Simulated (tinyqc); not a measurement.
Solid against vapour: precursor delivery by bubblers, mass-transport growth and the solid composition of a III-V alloy. Computed by tinyqc, a small Python program. Command: `OMP_NUM_THREADS=1 python tinyqc.py 3020663 3020664 out.jsonl movpe_thermo walk`. One thread of a shared host (Intel(R) Xeon(R) Processor @ 2.30GHz), about 0.02 s of CPU time with the checks.

1 sccm = 44.615 micromol/min; 1 torr = 133.322 Pa. The sources decompose fully at the surface.

Inputs (values chosen for the exercise, modelled on triethylgallium (source 1) and trimethylindium (source 2) for the vapour pressures): growth temperature T = 880 K; interaction L0 of the solid = 4.84 kJ/mol; exchange energy dG_x of AC + (1/2) D2 -> AD + (1/2) C2 = -15 kJ/mol.

Alloy: mixing on the group-V sites.

Constants: R = 8.314462618 J/(mol K).

Method. At high V/III the group-V pressures at the surface equal those supplied, as dimers: p_D2/p_C2 = x_v/(1 - x_v). Equilibrium of the solid AC(1-x)D(x), A standing for the mix of both group-III metals: ln[x/(1 - x)] + L0 (1 - 2x)/(R T) = -dG_x/(R T) + (1/2) ln[x_v/(1 - x_v)].

Composition:
```
x_v         x  x for L0 = 0   x/x_v
0.02  0.53880       0.52602  26.940
0.05  0.69860       0.64058  13.972
0.10  0.79216       0.72141   7.922
0.25  0.88135       0.81769   3.525
0.50  0.93226       0.88596   1.865
0.75  0.96119       0.93082   1.282
0.90  0.97770       0.95886   1.086
0.95  0.98469       0.97132   1.037
0.98  0.99048       0.98194   1.011
```

dG_x = -15 kJ/mol favours AD: at x_v = 1/2 the ideal solid has x = 0.886. The positive L0 pushes x away from 1/2, to 0.932, and steepens the curve near x = 1/2; at L0 = 2 R T = 14.6 kJ/mol the slope would diverge.
